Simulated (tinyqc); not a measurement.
Ellipsoidal valleys in the axes of a wafer and a channel: one step. Device axes and valley axes. Three cases, with inputs chosen for the exercise.

Task: Give the rows x, y, z in cubic components and each valley axis in device components.

Valleys with axes a along [111], [1-1-1], [-11-1] and [-1-11], one whole valley each; inverse mass tensor w = 1/mt + (1/ml - 1/mt) a a. Device axes: z = nz/|nz|, x = nx/|nx|, y = z cross x; in them a = (ax, ay, az). Confinement mass mz = 1/w_zz. In the plane w_ij is replaced by u_ij = w_ij - w_iz w_jz/w_zz (i, j = x, y); density-of-states mass md = 1/sqrt(det u); conductivity mass along x mc = 1/u_xx; ballistic transport mass mx = u_yy/det u, width mass my = 1/u_yy.

Give: device axes; valley axes.

Case 1.

Values chosen (near those of the L valleys of GaAs; shifted at random, so the results belong to these values and not to a real crystal): ml = 1.899 m0 (longitudinal mass); mt = 0.074 m0 (transverse mass); nz = (1, 1, 0) (surface normal (confinement)); nx = (0, 0, 1) (channel direction).

Result:

device axes:
```
    [100]    [010]   [001]
x  0.0000   0.0000  1.0000
y  0.7071  -0.7071  0.0000
z  0.7071   0.7071  0.0000
```

valley axes:
```
              ax       ay       az
[111]     0.5774   0.0000   0.8165
[1-1-1]  -0.5774   0.8165   0.0000
[-11-1]  -0.5774  -0.8165   0.0000
[-1-11]   0.5774   0.0000  -0.8165
```

Case 2.

Values chosen (near those of the L valleys of GaAs; shifted at random, so the results belong to these values and not to a real crystal): ml = 1.927 m0 (longitudinal mass); mt = 0.074 m0 (transverse mass); nz = (1, 1, 0) (surface normal (confinement)); nx = (1, -1, 0) (channel direction).

Result:

device axes:
```
    [100]    [010]    [001]
x  0.7071  -0.7071   0.0000
y  0.0000   0.0000  -1.0000
z  0.7071   0.7071   0.0000
```

valley axes:
```
              ax       ay       az
[111]     0.0000  -0.5774   0.8165
[1-1-1]   0.8165   0.5774   0.0000
[-11-1]  -0.8165   0.5774   0.0000
[-1-11]   0.0000  -0.5774  -0.8165
```

Case 3.

Values chosen (near those of the L valleys of Ge; shifted at random, so the results belong to these values and not to a real crystal): ml = 1.587 m0 (longitudinal mass); mt = 0.084 m0 (transverse mass); nz = (1, 1, 2) (surface normal (confinement)); nx = (1, 1, -1) (channel direction).

Result:

device axes:
```
     [100]   [010]    [001]
x   0.5774  0.5774  -0.5774
y  -0.7071  0.7071   0.0000
z   0.4082  0.4082   0.8165
```

valley axes:
```
              ax       ay       az
[111]     0.3333   0.0000   0.9428
[1-1-1]   0.3333  -0.8165  -0.4714
[-11-1]   0.3333   0.8165  -0.4714
[-1-11]  -1.0000   0.0000   0.0000
```

Computed by tinyqc, one run a case: `OMP_NUM_THREADS=1 python tinyqc.py N N+1 out.jsonl` with N = 1880429, 1880623, 1880681; one thread of a shared Intel(R) Xeon(R) Processor @ 2.30GHz, about 0.01 s a run at most.
